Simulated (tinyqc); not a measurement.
Planar ballistic transistor, top-of-the-barrier model: one step of the calculation.

At the top of the source barrier, states moving towards the drain are filled by the source (Fermi level 0) and states moving back by the drain (Fermi level -q Vd); nothing scatters. U is the shift of the band edge there, set by the capacitances CG, CD and CS (the total) and by the charge. Parabolic two-dimensional band; the source is grounded.

Problem. Density of states, capacitances and charge at zero bias. N0 = gv m kB T/(pi hbar^2), CG = eps0 eox/tox, vT = sqrt(2 kB T/(pi m)), CS = CG/aG, n0 = n at U = 0 and Vd = 0. eta1 = -(E0 + U)/Vt, eta2 = eta1 - Vd/Vt, n = (N0/2)[F_0(eta1) + F_0(eta2)], F_0(x) = ln(1 + exp x). UL = -(aG Vg + aD Vd).

Inputs (values chosen for the exercise); mass and valleys close to those of indium arsenide:
- T = 300 K (temperature)
- m = 0.031 m0 (effective mass)
- gv = 1 (valley degeneracy)
- eox = 3.9 (relative permittivity of the gate insulator)
- tox = 2.5 nm (insulator thickness)
- aG = 0.86 (gate control CG/CS)
- aD = 0.12 (drain control CD/CS)
- E0 = 0.25 eV (band edge at the barrier top above the source Fermi level at zero bias)
- Vg = 0.7 V (gate voltage)
- Vd = 0.1 V (drain voltage)

Constants: q = 1.602176634e-19 C, kB = 1.380649e-23 J/K, hbar = 1.054571817e-34 J s, m0 = 9.1093837015e-31 kg, Vt = kB T/q, eps0 = 8.8541878128e-14 F/cm where lengths are in cm. Results are converted to the units shown.

Find: N0; CG; CS; n0; UL.

Solution.

N0 = 3.3478e11 cm^-2
CG = 1.3813 uF/cm^2
CS = 1.6061 uF/cm^2
n0 = 2.1131e7 cm^-2
UL = -0.61400 eV

tinyqc, about 0.01 s, one thread, Intel Xeon 2.30GHz (shared host): `OMP_NUM_THREADS=1 python tinyqc.py 2400092 2400093 out.jsonl`
